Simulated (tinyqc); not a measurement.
The 3-omega method: a line heater on a substrate with a thin film: one step, computed by the program tinyqc.

A current at angular frequency omega = 2 pi f heats the line at 2 omega with the amplitude P per length; the temperature swing Delta T at 2 omega gives a voltage at 3 omega. The substrate is taken as semi-infinite and isotropic, and the heat capacity of heater and film is left out.

Task: Temperature swing of the bare substrate. Delta T_s = (P/(pi kappa)) int_0^infinity (sin x/x)^2 / sqrt(x^2 + (q b)^2) dx with (q b)^2 = i |q b|^2, averaged over the heater width (12 Gauss-Legendre points on each of the pieces 0, 14 log-spaced edges from 1e-5 to 1, and multiples of pi to 40 pi; the tail adds 1/(4 (40 pi)^2)). For |q| b much below 1: Delta T_s = (P/(pi kappa)) [-ln(|q| b) + eta - i pi/4], eta = 3/2 - C_E = 0.92278, with Euler's C_E = 0.5772157.

Inputs (values chosen for the exercise, modelled on hafnia on silica):
```
quantity                      value           unit
substrate conductivity kappa   1.42        W/(m K)
substrate heat capacity C      1.66  1e6 J/(m^3 K)
heater half-width b              22     micrometre
power amplitude per length P   0.66            W/m
current frequency f            2800             Hz
```

|q| b = 4.461866

Give: in-phase Delta T_s; out-of-phase Delta T_s; in-phase, narrow-line form; out-of-phase, narrow-line form.

Result:

in-phase Delta T_s = 0.03683 K

out-of-phase Delta T_s = -0.03312 K

in-phase, narrow-line form = -0.08474 K

out-of-phase, narrow-line form = -0.1162 K

The narrow-line form misses the in-phase part by -330.10 % and the out-of-phase part by +250.9 % at |q| b = 4.462.
